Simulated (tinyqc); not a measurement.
Inside a calculation. Model: three-phonon processes in a diatomic chain: dispersion, energy and momentum conservation, and decay channels of optical phonons. Computed by tinyqc, a small Python program that keeps every step. Command: `OMP_NUM_THREADS=1 python tinyqc.py 3121364 3121365 out.jsonl threeph walk`. One thread of a shared host (Intel(R) Xeon(R) Processor @ 2.30GHz), about 0.05 s of CPU time with the checks. Intermediate numbers are printed to about 6 digits and carried at full precision; extremes and crossings named in words are read from the listed rows.

Cell length a, two atoms, one spring constant. x = q a/pi runs from -1 to 1; A and O are the acoustic and optical branches. Matrix elements are not computed: only conservation laws and occupation factors are followed.

Inputs (values chosen for the exercise, for a model chain): light mass m = 10.8 u; heavy mass M = 24.1 u; spring constant k = 2.9 eV/angstrom^2; temperature T = 800 K; wave number of the decaying phonon q a/pi = 0.2; zero-temperature width Gamma_0 = 2.2 1/cm.

Constants: nu for 1 eV/(angstrom^2 u) = 15.6333042 THz; h x 1 THz = 4.135667696 meV; k_B = 8.617333262e-05 eV/K; c = 299792458 m/s.

## Band edges

omega^2 = k (1/m + 1/M) -/+ k sqrt((1/m + 1/M)^2 - 4 sin^2(pi x/2)/(m M)); nu = 15.6333042 THz x sqrt(omega^2) for eV/(angstrom^2 u). Acoustic top sqrt(2 k/M), optical bottom sqrt(2 k/m), optical top sqrt(2 k (1/m + 1/M)).

acoustic top = 7.66931 THz

optical bottom = 11.4565 THz

optical top = 13.7866 THz

optical top over twice the acoustic top = 0.898816

optical bottom over twice the acoustic top = 0.746907

optical width over acoustic top = 0.303818

The zone-centre optical phonon can decay into two acoustic ones: this needs M/m <= 3.

## Dispersion

The formulas are those given above.

Branches:
```
x     nu_A (THz)  nu_O (THz)
0.10     0.99961     13.7503
0.20     1.99025     13.6422
0.35     3.43862     13.3509
0.50     4.80841     12.9209
0.65     6.04654     12.3899
0.80     7.05485     11.8448
0.90     7.50319     11.5660
1.00     7.66931     11.4565
```

## Decay of the zone-centre phonon

O(0) -> A(x) + A(-x) needs nu_A(x) = nu_O(0)/2, which gives sin^2(pi x/2) = (3/16)(m + M)^2/(m M). Full width at half maximum Gamma = Gamma_0 (1 + 2 n), n = 1/(exp(h nu_A/(k_B T)) - 1); lifetime = 1/(2 pi c Gamma).

x of the products = 0.772293

their frequency = 6.89330 THz

occupation n = 1.95255

width Gamma = 10.7912 1/cm

lifetime = 0.491959 ps

## All channels at the given wave number

Processes for O(x): decay O -> A + A and O -> O + A with x = x' + x'' (mod 2), and absorption O + A -> O with x + x' = x'' (mod 2). Roots of the energy mismatch in x' are bracketed on 4001 points from -1 to 1 and refined. A process is umklapp (U) if the sum of wave numbers leaves (-1, 1]. Weight = occupation factor/|d mismatch/dx'|, the factor being 1 + n' + n'' for decay and n' - n'' for absorption. Pairs that differ only by exchanging two acoustic products count once, and the trivial root x' = 0 is left out.

nu_O(x) = 13.6422 THz

Channels:
```
process            x'       x''  nu' (THz)  nu'' (THz)  type  weight (1/THz)
O -> A + A  -0.674457  0.874457    6.23036     7.41182     N        0.441533
```

1 channel(s) are open, 0 of them umklapp.

## Phase space against the mass ratio

Total weight summed over channels and averaged over x = 0.05, 0.15, ..., 0.95, with m and k fixed; share of those x with an open channel.

Optical phonons:
```
M/m  weight, A + A (1/THz)  weight, with O (1/THz)  share open
1.1                0.53976                       0         1.0
1.5                1.16979                       0         1.0
2.0                0.67792                       0         0.8
2.5                0.38463                       0         0.5
2.9                0.29705                       0         0.2
3.3                0.00000                       0         0.0
3.7                0.00000                       0         0.0
4.2                0.00000                       0         0.0
6.0                0.00000                       0         0.0
```

The A + A channel closes between M/m = 2.9 and 3.3 on this grid: energy conservation alone would allow it up to M/m = 4, where the optical bottom passes twice the acoustic top, but momentum must be conserved too. No channel with a second optical phonon opens at any ratio. A large gap that shuts such channels is one reason why crystals with very unequal masses can conduct heat well.

Checks made by the program: band edges against the dispersion (relative difference below 1e-10); frequency of the products (relative difference below 1e-10).
